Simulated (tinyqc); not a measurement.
Gap against bias: four-band model of biased bilayer graphene near K.

Basis A1, B1, A2, B2, with B1 below A2; p = kx + i ky, v_j = (sqrt3/2) a g_j. Diagonal -U/2, -U/2, U/2, U/2; <A1|B1> = <A2|B2> = v0 p*, <B1|A2> = g1, <A1|B2> = v3 p, <A1|A2> = <B1|B2> = -v4 p*.

Values chosen for the exercise (near those used for Bernal bilayer graphene; not measured data): a = 2.46 angstrom (lattice constant); g0 = 3.02 eV (hopping in a layer); g1 = 0.319 eV (hopping of the dimer sites); g3 = 0.35 eV (skew hopping A1-B2); g4 = 0.15 eV (skew hopping A1-A2).

Closed form for g3 = g4 = 0: gap U g1/sqrt(U^2 + g1^2), ring radius as (U/2 v0) sqrt((2 g1^2 + U^2)/(g1^2 + U^2)). Last column: lowest band 3 less highest band 2 of the full matrix on a polar grid, |k| = 0 to 0.08 in steps of 0.001 1/angstrom, angles 0, 15, 30, 45, 60 degrees.

Gap:
```
U (eV)  gap (eV)  kg (1/angstrom)  gap/U  gap on the grid (eV)
0.02      0.0200           0.0022  0.998                0.0190
0.05      0.0494           0.0055  0.988                0.0470
0.10      0.0954           0.0107  0.954                0.0891
0.15      0.1357           0.0157  0.905                0.1249
0.20      0.1695           0.0204  0.847                0.1539
0.30      0.2185           0.0288  0.728                0.1947
0.40      0.2494           0.0366  0.624                0.2187
0.60      0.2817           0.0515  0.469                0.2393
```

What can be read from this table?

The gap follows U while U << g1 (ratio 0.988 at 0.05 eV) and bends towards g1 = 0.319 eV, reaching 0.282 eV at 0.6. The skew hoppings change it by -6.3 meV at U = 0.1 and -30.7 meV at 0.4 eV. U is the screened difference, smaller than the applied field times the layer distance.

tinyqc: `OMP_NUM_THREADS=1 python tinyqc.py 1480491 1480492 out.jsonl`; about 0.03 s, one thread, shared Intel(R) Xeon(R) Processor @ 2.30GHz.
